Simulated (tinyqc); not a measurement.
# Stacked nanosheet transistor, parasitic resistance, capacitance and delay: what changes with what

Ns sheets share one contact on top; each has perimeter p = 2 (Ws + ts) and cross-section A = Ws ts; contact width Wc = Ws + 10 nm, stack height Hs = Ns pv. Sheet 1 is the top one. Contact length Lc = CPP - Lg - 2 Lsp, shared by two neighbouring gates. Source and drain sides are equal. The formulas are first-order estimates, not field solutions.

Inputs (values chosen for the exercise); values close to those of silicon logic devices:
```
symbol    value        unit                                   meaning
T           300           K                               temperature
Ns            3                                      number of sheets
Ws           30          nm                               sheet width
ts            7          nm                           sheet thickness
pv           16          nm              vertical pitch of the sheets
rv          177         ohm  vertical resistance between sheet levels
CPP          42          nm                      contacted gate pitch
Lg           18          nm                               gate length
Lsp           5          nm                             spacer length
ks            4                   relative permittivity of the spacer
Hc           20          nm       gate height above the channel stack
rc       1.8e-9    ohm cm^2                       contact resistivity
re      0.00024      ohm cm   resistivity of the source-drain epitaxy
te           15          nm     current-carrying depth of the epitaxy
rx      0.00045      ohm cm              resistivity of the extension
Lov           2          nm                              gate overlap
Cinv        2.8     uF/cm^2                     inversion capacitance
vx        1.4e7        cm/s                        injection velocity
mu          200  cm^2/(V s)                         apparent mobility
VT         0.28           V           threshold at zero drain voltage
dl        0.043         V/V                          barrier lowering
n          1.15                                   subthreshold factor
Cw         0.26          fF                                 wire load
Vdd         0.6           V                            supply voltage
```

Constants: q = 1.602176634e-19 C, kB = 1.380649e-23 J/K, eps0 = 8.8541878128e-12 F/m, Vt = kB T/q. Results are converted to the units shown.

Each table varies one quantity; the others keep the values above.

## Effect of the number of sheets

Epitaxy sheet resistance Rsh = re/te, transfer length LT = sqrt(rc/Rsh), contact Rc = [sqrt(rc Rsh)/Wc] coth(Lc/(2 LT)); extension of one sheet Rx = rx Lsp/A. With N sheets: gate Cg = Cinv p N Lg; per side, plate Cp = ks eps0 [Wc (Hs + Hc) - N A]/Lsp, top fringe Cf = (2/pi) ks eps0 Wc ln(1 + Lg/(2 Lsp)), overlap Co = Cinv p N Lov. One sheet: I = p Q vx u/(1 + |u|^1.8)^(1/1.8), Q = Cinv n Vt ln(1 + exp((Vg' - VT + dl Vd')/(n Vt))), u = Vd' mu/(vx Lg), Vg' = Vgs - v, Vd' = Vds - 2 v, with the drop on each side v_j = Rc sum I + rv (sum over levels k = 2..j of the current of sheets k..Ns) + Rx I_j. Ieff = [I(Vgs = Vdd, Vds = Vdd/2) + I(Vdd/2, Vdd)]/2, total currents. With Cs = Cp + Cf + Co, the load of an inverter of two such devices driving an equal one is CL = 2 (Cg + 2 Cs) + 4 Cs + Cw (own drains counted twice for the Miller effect); delay CL Vdd/(2 Ieff).

The same in every row: Rc (ohm) = 652.2.

Effect of the number of sheets:
```
Ns	Rx/N (ohm)	Ieff (uA)	CL (aF)	delay (ps)
1	107.1	39.13	444.9	3.411
2	53.57	62.80	577.0	2.756
3	35.71	75.94	709.1	2.801
4	26.79	83.07	841.2	3.038
5	21.43	87.11	973.3	3.352
6	17.86	89.56	1105	3.703
```

What does the comparison show?

As Ns goes from 1 to 6, Ieff rises from 39.1 to 89.6 uA, CL rises from 445 to 1110 aF and the delay goes from 3.41 through a minimum of 2.76 (at Ns = 2 among the rows listed) to 3.70 ps. From the first row to the last Ieff grows by a factor of 2.29 and CL by 2.48; the first step changes the delay by -19 %, the last by 10 %.

## Effect of the vertical resistance between sheet levels

Same model as above.

The same in every row: Rc (ohm) = 652.2; Rx/N (ohm) = 35.71; CL (aF) = 709.1.

Effect of the vertical resistance between sheet levels:
```
rv (ohm)	Ieff (uA)	delay (ps)
0	81.17	2.621
50	79.55	2.674
100	78.05	2.726
200	75.35	2.823
400	70.97	2.997
800	64.93	3.276
```

What does the table show?

As rv goes from 0 to 800 ohm, Ieff falls from 81.2 to 64.9 uA, CL stays at 709 aF and the delay rises from 2.62 to 3.28 ps.

Computed by the program tinyqc: `OMP_NUM_THREADS=1 python tinyqc.py 2170021 2170022 out.jsonl`, one thread of a shared Intel Xeon 2.30GHz, about 0.05 s for the whole run.
